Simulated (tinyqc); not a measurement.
Inside a calculation. Method: Hueckel theory of the pi electrons, for the molecule [CH2]c1ccnc(N)c1 (SMILES; centres numbered as the heavy atoms are written). One step of it, computed by the program tinyqc.

Question. Energy, charges, bond orders. E = sum n x; q_r = z_r - P_rr; bond order p = P_rs; free valence = sqrt(3) - sum of p over the bonds of the atom.

x values: [2.338588, 1.751957, 1.351466, 0.787260, 0.067555, -1.040580, -1.177303, -2.078942]

occupations: [2.000000, 2.000000, 2.000000, 2.000000, 1.000000, 0.000000, 0.000000, 0.000000]

charge and bond-order matrix P, order 1C, 2C, 3C, 4C, 5N, 6C, 7N, 8C:
$$\begin{pmatrix}
0.946832 & 0.631642 & 0.023623 & -0.115934 & 0.007565 & -0.099410 & 0.026606 & 0.009827 \\
0.631642 & 0.980282 & 0.515708 & 0.031188 & -0.211562 & 0.038676 & -0.039620 & 0.532232 \\
0.023623 & 0.515708 & 1.029352 & 0.712628 & -0.064494 & -0.276024 & 0.116244 & -0.041505 \\
-0.115934 & 0.031188 & 0.712628 & 0.933670 & 0.615919 & -0.051680 & -0.006833 & -0.292548 \\
0.007565 & -0.211562 & -0.064494 & 0.615919 & 1.254443 & 0.593929 & -0.167838 & 0.021013 \\
-0.099410 & 0.038676 & -0.276024 & -0.051680 & 0.593929 & 0.895902 & 0.314138 & 0.664408 \\
0.026606 & -0.039620 & 0.116244 & -0.006833 & -0.167838 & 0.314138 & 1.908882 & -0.171339 \\
0.009827 & 0.532232 & -0.041505 & -0.292548 & 0.021013 & 0.664408 & -0.171339 & 1.050637
\end{pmatrix}$$

Centres:
```
centre  z_r, pi electrons of the neutral centre         h
1C                                            1  0.000000
2C                                            1  0.000000
3C                                            1  0.000000
4C                                            1  0.000000
5N                                            1  0.500000
6C                                            1  0.000000
7N                                            2  1.500000
8C                                            1  0.000000
```

Bonds:
```
i  j         k
1  2         1
2  3         1
3  4         1
4  5         1
5  6  1.000000
6  7  0.800000
6  8         1
8  2         1
```

Give: pi energy = 9 alpha + this times beta; pi charges; Bond orders and lengths from R = 1.517 - 0.180 p; free valence of the carbons; gap between the highest filled and the next level.

Answer.

pi energy = 9 alpha + this times beta = 12.5261

pi charges: 1C 0.0532, 2C 0.0197, 3C -0.0294, 4C 0.0663, 5N -0.2544, 6C 0.1041, 7N 0.0911, 8C -0.0506

Bond orders and lengths from R = 1.517 - 0.180 p (angstrom, C-C alone):
```
bond       p       R
1-2   0.6316  1.4033
2-3   0.5157  1.4242
3-4   0.7126  1.3887
4-5   0.6159       -
5-6   0.5939       -
6-7   0.3141       -
6-8   0.6644  1.3974
8-2   0.5322  1.4212
```

free valence of the carbons: 1C 1.1004, 2C 0.0525, 3C 0.5037, 4C 0.4035, 6C 0.1596, 8C 0.5354

gap between the highest filled and the next level = 1.1081 |beta|
